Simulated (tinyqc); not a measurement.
p-n diode with diffusion and depletion-layer recombination: two steps of the calculation.

Abrupt junction in the depletion approximation, low injection, full ionisation, neutral widths fixed, ohmic contact on the p side. Vj is the junction voltage; where a series resistance Rs is given, V = Vj + J Rs is the terminal voltage.

Inputs (values chosen for the exercise); band and dielectric values close to those of silicon:
- T = 300 K (temperature)
- Eg = 1.14 eV (band gap)
- Nc = 2.76e19 cm^-3 (conduction-band density of states at T)
- Nv = 2.69e19 cm^-3 (valence-band density of states at T)
- Na = 2.8e16 cm^-3 (acceptor density)
- Nd = 7.7e16 cm^-3 (donor density)
- mun = 870 cm^2/(V s) (electron mobility in the p side)
- mup = 290 cm^2/(V s) (hole mobility in the n side)
- tn = 2e-6 s (electron lifetime)
- tp = 2e-8 s (hole lifetime)
- wp = 19 um (neutral width of the p side)
- wn = 250 um (neutral width of the n side)
- Sp = 1e7 cm/s (recombination velocity at the n contact)
- Rs = 0.0086 ohm cm^2 (series resistance)
- V = 0.68 V (terminal voltage)

Constants: q = 1.602176634e-19 C, kB = 1.380649e-23 J/K, Vt = kB T/q. Results are converted to the units shown.

Question 1. Diffusion lengths and saturation currents. ni = sqrt(Nc Nv) exp(-Eg/(2 Vt)), Eg in volts; D = mu Vt; Ln = sqrt(Dn tn), Lp = sqrt(Dp tp); J0n = q ni^2 Dn coth(wp/Ln)/(Ln Na); J0p = (q ni^2 Dp/(Lp Nd)) (s + tanh(wn/Lp))/(1 + s tanh(wn/Lp)), s = Sp Lp/Dp.

Wanted: ni; Ln; Lp; J0n; J0p.

Answer 1.

ni = 7.2402e9 cm^-3
Ln = 67.069 um
Lp = 3.8722 um
J0n = 3.6452e-12 A/cm^2
J0p = 2.1118e-12 A/cm^2

wp/Ln = 0.28 and wn/Lp = 65; electrons carry 63.3 % of the diffusion current.

Question 2. New Vj. Diffusion current alone: J = J0 (exp(Vj/Vt) - 1), g = Vj + J Rs - V, g' = 1 + Rs J0 exp(Vj/Vt)/Vt, Vj(new) = Vj - g/g'.

Vj at the start = 0.34 V
J0 = J0n + J0p = 5.7570122e-12 A/cm^2

Give: J; g; g'; Vj after iteration 1.

Answer 2.

J = 2.9645e-6 A/cm^2
g = -0.34000 V
g' = 1.0000
Vj after iteration 1 = 0.68000 V

Computed by the program tinyqc: `OMP_NUM_THREADS=1 python tinyqc.py 2260139 2260140 out.jsonl`, one thread of a shared Intel Xeon 2.30GHz, about 0.01 s for the whole run.
